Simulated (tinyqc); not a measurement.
# Equilibrium and kinetic segregation of a solute to boundaries and growing surfaces, step by step

A worked calculation. Computed by tinyqc, a small Python program that keeps every step. Command: `OMP_NUM_THREADS=1 python tinyqc.py 3007312 3007313 out.jsonl segreg walk`. One thread of a shared host (Intel(R) Xeon(R) Processor @ 2.30GHz), about 0.01 s of CPU time with the checks. Intermediate numbers are printed to about 7 digits and carried at full precision; extremes and crossings named in words are read from the listed rows.

Inputs (values chosen for the exercise, for a model alloy):

| quantity | value | unit |
|---|---|---|
| segregation energy Q | 0.69 | eV |
| interaction z w (positive attracts) | 0.029 | eV |
| total solute fraction x0 | 0.00024 | - |
| temperature T | 1125 | K |
| grain size d | 58 | nm |
| boundary thickness delta | 0.78 | nm |
| atomic volume Omega | 18 | angstrom^3 |
| clean boundary energy gamma_0 | 0.58 | J/m^2 |
| bulk diffusivity D | 3.6e-20 | m^2/s |
| anneal time t | 1400 | s |
| exchange barrier E_b | 1.79 | eV |
| surface segregation energy E_s | 0.28 | eV |
| growth temperature T_g | 830 | K |
| growth rate | 0.27 | monolayers/s |
| mixing | 0.3 | - |

Isotherm: Fowler-Guggenheim.

Constants: k_B = 8.617333262e-05 eV/K; 1 eV/angstrom^2 = 16.02176634 J/m^2.

## Coverage for very large grains, by iteration

With theta the solute fraction on boundary sites and x that in the grains, theta/(1 - theta) = [x/(1 - x)] exp[(Q + z w theta)/(k_B T)]. The coverage theta_inf is that for x = x0. Start at theta = 0; theta(new) = theta + mixing (theta(out) - theta); stop below 1e-10, 80 steps at most.

Iteration:

| step | theta in | theta out | out - in |
|---|---|---|---|
| 1 | 0.0000000 | 0.2284307 | 2.284307e-01 |
| 2 | 0.0685292 | 0.2320638 | 1.635346e-01 |
| 3 | 0.1175896 | 0.2346895 | 1.170999e-01 |
| 4 | 0.1527196 | 0.2365822 | 8.386268e-02 |
| 5 | 0.1778784 | 0.2379442 | 6.006584e-02 |
| 6 | 0.1958981 | 0.2389230 | 4.302489e-02 |
| ... | ... | ... | ... |
| 61 | 0.2414073 | 0.2414073 | 4.658112e-10 |
| 62 | 0.2414073 | 0.2414073 | 3.337232e-10 |
| 63 | 0.2414073 | 0.2414073 | 2.390907e-10 |
| 64 | 0.2414073 | 0.2414073 | 1.712928e-10 |
| 65 | 0.2414073 | 0.2414073 | 1.227200e-10 |
| 66 | 0.2414073 | 0.2414073 | 8.792092e-11 |

coverage theta_inf = 0.2414073

last residual = 8.792092e-11

Converged; without interaction theta would be 0.2284.

## Depletion of small grains

Finite grains: boundary sites are the fraction f = 3 delta/d, and x0 = (1 - f) x + f theta; solve both equations for theta; share at boundaries = f theta/x0.

site fraction f = 0.04034483

coverage theta = 0.005835702

fraction x left in the grains = 4.751282e-06

share of solute at boundaries = 98.10017 %

enrichment theta/x = 1228.237

98 % of the solute sits at boundaries; for a dopant that share is electrically lost. The supply limits the coverage, which stays well below theta_inf.

## Boundary energy

Gibbs adsorption for this isotherm in a dilute matrix: gamma = gamma_0 + Gam_0 [k_B T ln(1 - theta) + z w theta^2/2], Gam_0 = delta/Omega sites per area.

Gam_0 = 43.33333 1/nm^2

boundary energy gamma = 0.5760641 J/m^2

Segregation lowers gamma by 0.68 %, and the driving force of grain growth with it.

## How fast the boundary fills

McLean kinetics from a uniform start, fed from both sides, with a constant enrichment beta = theta_inf/x0: (theta - x0)/(theta_inf - x0) = 1 - exp(s^2) erfc(s), s = 2 sqrt(D t)/(beta delta); half filling at s = 0.7691, t = (0.7691 beta delta/2)^2/D. D is an input and does not follow T.

s = 0.01809721

degree of filling = 0.02009741

time to half filling = 2528544 s

diffusion length sqrt(D t) = 7.099296 nm

Caution: half of theta_inf exceeds the equilibrium coverage of grains of this size, so half filling is never reached in them. Caution: by the time of half filling the diffusion length reaches across the grain, so the real time is longer or half filling is never reached.

## Segregation at a growing surface

Two-state exchange during growth, dilute: jump up r_u = nu exp(-E_b/(k_B T_g)), jump back r_d = r_u exp(-E_s/(k_B T_g)), nu = 1e13 1/s. In the time 1/R of one monolayer the share carried up is p = [r_u/(r_u + r_d)] [1 - exp(-(r_u + r_d)/R)]; the tail decays as p^n, length -1/ln p monolayers; the equilibrium limit has p = r_u/(r_u + r_d).

r_u = 135.2324 1/s

r_d = 2.697209 1/s

share carried up p = 0.9804450

decay length = 50.63625 monolayers

Exchange is fast against growth: the equilibrium regime, where heating shortens the tail.

## Tail length against growth temperature

The formulas are those given above.

Exchange model:

| T_g (K) | r_u/R | p | length (monolayers) | equilibrium limit |
|---|---|---|---|---|
| 572 | 6.270503e-03 | 0.0062508 | 1.970427e-01 | 293.6054 |
| 612 | 6.731449e-02 | 0.0650881 | 3.660305e-01 | 202.6995 |
| 645 | 3.821863e-01 | 0.3172635 | 8.710630e-01 | 154.6023 |
| 678 | 1.832429e+00 | 0.8354609 | 5.562610e+00 | 121.0929 |
| 705 | 5.923845e+00 | 0.9876387 | 8.039631e+01 | 100.8715 |
| 731 | 1.689388e+01 | 0.9883985 | 8.569514e+01 | 85.6954 |
| 771 | 7.378769e+01 | 0.9854334 | 6.814906e+01 | 68.1491 |
| 831 | 5.161743e+02 | 0.9803545 | 5.040061e+01 | 50.4006 |
| 931 | 7.565491e+03 | 0.9704042 | 3.328609e+01 | 33.2861 |

The length peaks among these rows at 731 K with 85.7 monolayers. Below, exchange freezes (r_u/R = 0.0063 in the first row); above, the length follows the equilibrium limit, about exp(E_s/(k_B T)), down to 33.3.

## Coverage against grain size

The formulas are those given above.

At T:

| d (nm) | theta | x in the grains | share at boundaries (%) |
|---|---|---|---|
| 15 | 0.0015317 | 1.243328e-06 | 99.56276 |
| 30 | 0.0030477 | 2.476451e-06 | 99.04863 |
| 60 | 0.0060328 | 4.912436e-06 | 98.03298 |
| 120 | 0.0118217 | 9.665842e-06 | 96.05110 |
| 250 | 0.0235829 | 1.944582e-05 | 91.97342 |
| 500 | 0.0435348 | 3.642769e-05 | 84.89283 |
| 1000 | 0.0751138 | 6.438445e-05 | 73.23592 |
| 5000 | 0.1717510 | 1.596953e-04 | 33.49144 |

From the largest grains to the smallest the share at boundaries rises from 33 to 100 %, and x/x0 falls to 0.0052. In the dilute limit x/x0 = 1/(1 - f + f exp(Q/(k_B T))), which gives 0.0052 at 15 nm.

Checks made by the program: mass balance (relative difference below 1e-10).
